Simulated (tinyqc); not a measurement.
## Doping and barrier from two capacitances

Question. A Schottky diode on a uniformly doped n-type layer obeys (A/C)^2 = 2 (Vbi - V - Vt)/(q eps0 eps_r Nd) in reverse bias, with phiB = Vbi + Vt ln(Nc/Nd) and image force ignored. Find Nd, Vbi and phiB.

Parameters, values chosen for the exercise; band and dielectric values those of a made-up semiconductor:
```
symbol,value,unit,meaning
T,300,K,temperature
eps_r,9.55,,relative permittivity
Nc,1.84e18,cm^-3,conduction-band density of states at T
A,0.00031,cm^2,diode area
```

Constants: q = 1.602176634e-19 C, kB = 1.380649e-23 J/K, Vt = kB T/q, eps0 = 8.8541878128e-14 F/cm where lengths are in cm. Results are converted to the units shown.

C at V = -0.2 and -3.2 V (pF): 16.231156  9.8155141

Solution. The slope of (A/C)^2 against -V gives Nd, the intercept Vbi - Vt, and the Fermi-level depth Vt ln(Nc/Nd) is added for the barrier.

Nd = 7.00e16 cm^-3
Vbi = 1.56 V
phiB = 1.64 eV

Computed by the program tinyqc: `OMP_NUM_THREADS=1 python tinyqc.py 2020048 2020049 out.jsonl`, one thread of a shared Intel Xeon 2.30GHz, about 0.04 s for the whole run.
